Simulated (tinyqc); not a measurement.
Rapid thermal processing of a wafer: radiative balance, ramp and cooling, pattern effects, pyrometer error and spike budget: one step, computed by the program tinyqc. Command: `OMP_NUM_THREADS=1 python tinyqc.py 3112662 3112663 out.jsonl rtp walk`. One thread of a shared host (Intel(R) Xeon(R) Processor @ 2.30GHz), about 0.04 s of CPU time with the checks.

The wafer is opaque and uniform through its thickness unless said otherwise; temperatures in formulas are in kelvin (C + 273.15). sigma = 5.670374419e-12 W/(cm^2 K^4).

Task: Pattern effect. At steady state a sinusoidal change of absorbed power of relative amplitude a and period p gives the temperature amplitude a q/(dq/dT + k d (2 pi/p)^2); healing length l = sqrt(k d/(dq/dT)); process change = E_a dT/(k_B T^2). Emissivity is taken as unchanged.

Inputs (values chosen for the exercise, modelled on a hot silicon wafer):
```
quantity                                        value        unit
wafer thickness d                                 725  micrometre
thermal conductivity k                           0.27    W/(cm K)
wall temperature T_w                              500           K
process temperature                              1010           C
relative change of absorptivity over a pattern    9.5           %
period of the pattern                            0.59          mm
activation energy of the process E_a             1.24          eV
```

dq/dT = 54.29900 mW/(cm^2 K)

holding power q = 20.11726 W/cm^2

Constants: k_B = 8.617333262e-05 eV/K.

Give: healing length l; amplitude without lateral conduction; amplitude; change of the process rate.

Result:

healing length l = 6.0042 mm

amplitude without lateral conduction = 35.197 K

amplitude = 0.0086065 K

change of the process rate = 0.0075218 %

Lateral conduction cuts the amplitude to 0.024 %, since p/(2 pi l) = 0.016.
